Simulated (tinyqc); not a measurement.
Inside a calculation. Model: on-chip power grid, static voltage drop by conjugate gradients.

Computed by the program tinyqc: `OMP_NUM_THREADS=1 python tinyqc.py 2770226 2770227 out.jsonl`, one thread of a shared Intel Xeon 2.30GHz, about 0.4 s for the whole run. Printed values are rounded.

A grid of 4 rows and 4 columns, node k = 4 row + column. Neighbours in a row are joined by Rx, in a column by Ry; pad nodes, which reach the supply through Rp: 0. Each node draws I0, node 5 draws kh I0. The drops u = Vdd - V solve G u = i, with G the conductance matrix (1/Rp added on the diagonal at pad nodes).

Inputs (values chosen for the exercise):
```
symbol,value,unit,meaning
Vdd,0.7,V,supply voltage
Rx,0.4,ohm,resistance of a horizontal segment
Ry,1.3,ohm,resistance of a vertical segment
Rp,0.32,ohm,resistance from a pad node to the supply
I0,1.5,mA,load current of an ordinary node
kh,3,,factor on the load at the hot node
```

## Diagonal of G, loads and first direction

G_kk = sum of the conductances at node k. Start u = 0, so the residual is r = i; z = r/G_kk (Jacobi preconditioner), p = z.

G_kk (S):
```
	col 0	col 1	col 2	col 3
row 0	6.39423	5.76923	5.76923	3.26923
row 1	4.03846	6.53846	6.53846	4.03846
row 2	4.03846	6.53846	6.53846	4.03846
row 3	3.26923	5.76923	5.76923	3.26923
```

r at the start (mA):
```
	col 0	col 1	col 2	col 3
row 0	1.5	1.5	1.5	1.5
row 1	1.5	4.5	1.5	1.5
row 2	1.5	1.5	1.5	1.5
row 3	1.5	1.5	1.5	1.5
```

p at the start (mV):
```
	col 0	col 1	col 2	col 3
row 0	0.234586	0.26	0.26	0.458824
row 1	0.371429	0.688235	0.229412	0.371429
row 2	0.371429	0.229412	0.229412	0.371429
row 3	0.458824	0.26	0.26	0.458824
```

## Iteration 1: conjugate-gradient step

u at the start (mV):
```
	col 0	col 1	col 2	col 3
row 0	0	0	0	0
row 1	0	0	0	0
row 2	0	0	0	0
row 3	0	0	0	0
```

q = G p; with z = r/G_kk: a = (r.z)/(p.q); u(new) = u + a p; r(new) = r - a q; b = (r.z)(new)/(r.z); p(new) = z(new) + b p.

q (mA):
```
	col 0	col 1	col 2	col 3
row 0	0.56429	-0.26588	-0.47353	0.56429
row 1	-0.68675	2.62143	-1.52563	0.28782
row 2	0.28782	-0.73151	-0.37857	0.28782
row 3	0.56429	-0.47353	-0.47353	0.56429
```

a = 5.95399

u after iteration 1 (mV):
```
	col 0	col 1	col 2	col 3
row 0	1.39672	1.54804	1.54804	2.73183
row 1	2.21148	4.09774	1.36591	2.21148
row 2	2.21148	1.36591	1.36591	2.21148
row 3	2.73183	1.54804	1.54804	2.73183
```

r after iteration 1 (mA):
```
	col 0	col 1	col 2	col 3
row 0	-1.8597	3.0830	4.3194	-1.8597
row 1	5.5889	-11.1079	10.5836	-0.2136
row 2	-0.2136	5.8554	3.7540	-0.2136
row 3	-1.8597	4.3194	4.3194	-1.8597
```

b = 6.40895

p after iteration 1 (mV):
```
	col 0	col 1	col 2	col 3
row 0	1.21261	2.20072	2.41502	2.37171
row 1	3.76439	2.71200	3.08895	2.32756
row 2	2.32756	2.36582	2.04443	2.32756
row 3	2.37171	2.41502	2.41502	2.37171
```

## Iteration 2: conjugate-gradient step

As before.

q (mA):
```
	col 0	col 1	col 2	col 3
row 0	-0.64381	1.54124	0.12561	-0.07431
row 1	5.69913	-2.91375	4.16774	-1.93743
row 2	-1.23486	0.59499	-2.59986	0.67387
row 3	-0.07431	0.14611	0.39334	-0.07431
```

a = 3.24813

u after iteration 2 (mV):
```
	col 0	col 1	col 2	col 3
row 0	5.3354	8.6963	9.3923	10.4355
row 1	14.4387	12.9067	11.3992	9.7717
row 2	9.7717	9.0504	8.0065	9.7717
row 3	10.4355	9.3923	9.3923	10.4355
```

r after iteration 2 (mA):
```
	col 0	col 1	col 2	col 3
row 0	0.2314	-1.9231	3.9114	-1.6184
row 1	-12.9226	-1.6437	-2.9538	6.0794
row 2	3.7973	3.9228	12.1987	-2.4025
row 3	-1.6184	3.8448	3.0418	-1.6184
```

b = 1.39254

p after iteration 2 (mV):
```
	col 0	col 1	col 2	col 3
row 0	1.72479	2.73125	4.04099	2.80767
row 1	2.04218	3.52519	3.84974	4.74660
row 2	4.18152	3.89446	4.71264	2.64633
row 3	2.80767	4.02944	3.89025	2.80767
```

## Course of the conjugate-gradient iteration

Stop when |r| is below 1e-9 mA.

Course of the iteration:
```
iteration	largest u (mV)	|r| (mA)
1	4.09774	19.9
2	14.4387	21.2
3	18.3224	17.8
4	21.4783	12.7
5	23.5506	9.19
6	25.6906	8.95
7	28.3565	4.18
8	28.7900	2.53
9	28.6445	1.34
10	28.4864	0.371
11	28.4945	0.118
12	28.4968	0.0588
13	28.4969	0.0236
14	28.4943	9.02e-3
15	28.4943	4.80e-3
16	28.4943	< 1e-11
```

Converged in 16 iterations for 16 unknowns; in exact arithmetic the method needs at most 16. The condition number of the scaled matrix is 145. Gauss-Seidel sweeps in node order need 824 to reach the same residual.

## Worst drop, pad currents and power lost

converged u (mV):
```
	col 0	col 1	col 2	col 3
row 0	8.6400	15.0914	18.7001	20.3328
row 1	20.8231	22.3798	23.1725	23.6889
row 2	25.9966	26.3015	26.5929	26.7733
row 3	28.2296	28.3167	28.4238	28.4943
```

Pad current u/Rp; worst drop as a share of Vdd; power lost in the grid and pads sum_k i_k u_k; power delivered sum_k i_k (Vdd - u_k).

worst drop = 28.4943 mV
share of Vdd = 4.07061 %
pad currents (mA): node 0 27
power lost = 0.625075 mW
power delivered = 18.2749 mW

The pad currents add up to the total load, 27.00 mA. The worst drop is at node 15, not at the hot node.
